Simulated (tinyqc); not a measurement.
Vacuum evaporation: vapour pressure, source flux, thickness distribution, purity and step coverage: one step, computed by the program tinyqc.

Molecular flow, unit sticking of the metal, no re-evaporation. The background gas is taken as water vapour (18.015 g/mol, collision diameter 0.37 nm) at 300 K.

Task: A trench at the wafer edge. Fixed wafer, axial point source, trench running tangentially at r = R: the beam arrives at tan(a) = R/h. Shadowed share of the floor = aspect ratio x tan(a) (at most 1); the wall facing the source grows at tan(a) times the field rate, the other wall not at all.

Inputs (values chosen for the exercise, modelled on aluminium, with constants for the liquid): source-to-wafer distance h = 60 cm; wafer radius R = 7.5 cm; aspect ratio of a trench = 2.1.

Give: angle a; shadowed share of the floor; wall over field thickness.

Result:

angle a = 7.125 degrees

shadowed share of the floor = 0.2625

wall over field thickness = 0.125
